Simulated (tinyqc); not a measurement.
## Gate sheet resistance from two finger widths

Inverse problem. At low frequency R = Rsh Wf/(3 L) + B/Wf, where B collects the channel and vertical terms. Find Rsh, B and the width of lowest R.

Inputs (values chosen for the exercise):
```
symbol  value  unit         meaning
L         1.9    um  channel length
```

input resistance of single fingers, contacted at one end, of width 1.1 and 4.5 um (ohm): [47.384370, 19.005848]

Answer. R Wf is a straight line in Wf^2; the minimum of R lies where both terms are equal.

Rsh = 10.0 ohm/square
B = 50.0 ohm um
width of lowest R = 5.34 um

Numbers from tinyqc (`OMP_NUM_THREADS=1 python tinyqc.py 2262101 2262102 out.jsonl`; about 0.01 s on one thread of a shared Intel Xeon 2.30GHz).
